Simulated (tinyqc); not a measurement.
Relaxation at fixed composition: composition and strain of an epitaxial Si(1-x)Ge(x) layer from Raman and X-ray peaks. Computed by tinyqc, a small Python program. Command: `OMP_NUM_THREADS=1 python tinyqc.py 3012551 3012552 out.jsonl epiraman walk`. One thread of a shared host (Intel(R) Xeon(R) Processor @ 2.30GHz), about 0.01 s of CPU time with the checks.

A (001) layer, biaxially strained in the plane. The Raman peaks follow empirical lines omega = w0 + c1 x + c3 x^3 + b eps (c3 for Si-Ge alone), with eps the in-plane strain.

Inputs (values chosen for the exercise, modelled on silicon-germanium):
```
quantity                        value      unit
Ge fraction x                    0.17         -
Ge fraction y of the buffer      0.44         -
lattice constant of Si          5.431  angstrom
lattice constant of Ge          5.658  angstrom
bowing B                        0.028  angstrom
2 C12/C11 of Si                 0.774         -
2 C12/C11 of Ge                 0.759         -
Si-Si: w0                       520.6      1/cm
Si-Si: c1                       -64.5      1/cm
Si-Si: strain coefficient b      -750      1/cm
Ge-Ge: w0                       280.2      1/cm
Ge-Ge: c1                        19.4      1/cm
Ge-Ge: strain coefficient b      -474      1/cm
X-ray wavelength             1.540598  angstrom
```

Substrate: relaxed alloy buffer.

Method:
- Relaxed lattice constant a(x) = a_Si + (a_Ge - a_Si) x - B x (1 - x).
- In-plane constant a_par = a_sub + R (a(x) - a_sub); eps = a_par/a(x) - 1; eps_perp = -(2 C12/C11) eps with 2 C12/C11 linear in x; a_perp = a(x) (1 + eps_perp). The buffer has a_sub = a(y).
- (004) Bragg angle theta = arcsin(2 lambda/a), with a = a_perp for the layer and a_sub for the substrate; separation = layer less substrate. The apparent x is the one that a fully strained layer (R = 0) would need to give the same a_perp.

Signatures; columns: (1) R; (2) eps (per mille); (3) Si-Si (1/cm); (4) Ge-Ge (1/cm); (5) a_perp (angstrom); (6) (004) separation (arcsec); (7) apparent x if R = 0 is assumed:
```
(1)      (2)     (3)     (4)     (5)     (6)      (7)
0.00  10.674  501.63  278.44  5.4206  2654.4  0.17000
0.15   9.073  502.83  279.20  5.4274  2477.2  0.18819
0.30   7.472  504.03  279.96  5.4341  2300.6  0.20630
0.50   5.337  505.63  280.97  5.4431  2065.9  0.23032
0.70   3.202  507.23  281.98  5.4521  1832.1  0.25420
0.85   1.601  508.43  282.74  5.4589  1657.4  0.27202
1.00   0.000  509.63  283.50  5.4656  1483.2  0.28976
```

What follows from these numbers?

Full relaxation moves the Si-Si peak by +8.01 per cm and shrinks the X-ray separation to 56 % of its strained value, about 1/(1 + 2 C12/C11). A symmetric reflection alone cannot part x from R: a relaxed layer read as strained gives x = 0.290 in place of 0.17. An asymmetric reflection or a second peak is needed.

Extremes, crossings and ranges named in words are read from the listed rows.
